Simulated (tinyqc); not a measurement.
Layer against dose: implant damage, amorphisation by cascade overlap, and solid-phase epitaxial regrowth. Computed by tinyqc, a small Python program. Command: `OMP_NUM_THREADS=1 python tinyqc.py 3112417 3112418 out.jsonl sper walk`. One thread of a shared host (Intel(R) Xeon(R) Processor @ 2.30GHz), about 0.01 s of CPU time with the checks.

Range and width of the damage are inputs. Dynamic annealing enters only through the surviving share f.

Inputs (values chosen for the exercise, modelled on silicon ions in silicon):
```
quantity                           value    unit
atomic density N                    49.9  1/nm^3
ion Z1                                14       -
ion mass M1                           28       u
target Z2                             14       -
target mass M2                     28.09       u
ion energy E                          40     keV
displacement energy E_d               15      eV
depth of the damage peak R_d          45      nm
width of the damage profile s_d       30      nm
share of defects that survive f     0.54       -
critical displaced share x_c         0.1       -
dose Q                           4.2e+14  1/cm^2
```

Constants: a_0 = 0.529177210903 angstrom; e^2/(4 pi eps_0) = 14.39964548 eV angstrom.

Method. Robinson partition: eps = E a M2/(Z1 Z2 (e^2/(4 pi eps_0)) (M1 + M2)), a = 0.8853 a_0/sqrt(Z1^(2/3) + Z2^(2/3)); k = 0.0793 Z1^(2/3) Z2^(1/2) (M1 + M2)^(3/2)/((Z1^(2/3) + Z2^(2/3))^(3/4) M1^(3/2) M2^(1/2)); damage energy T_d = E/(1 + k (eps + 0.40244 eps^(3/4) + 3.4008 eps^(1/6))); displacements nu = 0.8 T_d/(2 E_d). Displaced share x(z) = f nu Q exp(-(z - R_d)^2/(2 s_d^2))/(sqrt(2 pi) s_d N); the layer is amorphous where x > x_c, between R_d -/+ s_d sqrt(2 ln(x_max/x_c)), the upper edge being cut at the surface. Threshold dose Q_c = Q x_c/x_max.

threshold dose Q_c = 1.10557e+14 1/cm^2

displacements per ion nu = 628.538

Dose series; the last column is f nu Q erfc((z2 - R_d)/(sqrt2 s_d))/2:
```
Q (1/cm^2)   x_max  upper edge (nm)  lower edge (nm)  displaced atoms beyond z2 (1/cm^2)
1.22e+14    0.1104           31.685            58.31                          1.3606e+16
1.66e+14    0.1501           17.952            72.05                          1.0346e+16
2.76e+14    0.2496            4.420            85.58                          8.2510e+15
4.42e+14    0.3998            0.000            94.94                          7.1974e+15
7.74e+14    0.7001            0.000           104.19                          6.3724e+15
1.33e+15    1.2030            0.000           111.91                          5.8050e+15
2.76e+15    2.4964            0.000           121.10                          5.2412e+15
5.53e+15    5.0019            0.000           128.92                          4.8363e+15
```

What follows from these numbers?

A dose 45 times larger moves the lower edge from 58.3 to 129 nm, as the root of a logarithm, and the damage beyond it falls by a factor 2.8, since the edge lies on an ever steeper tail. The layer reaches the surface at Q_c exp(R_d^2/(2 s_d^2)) = 3.41e14 per cm^2.
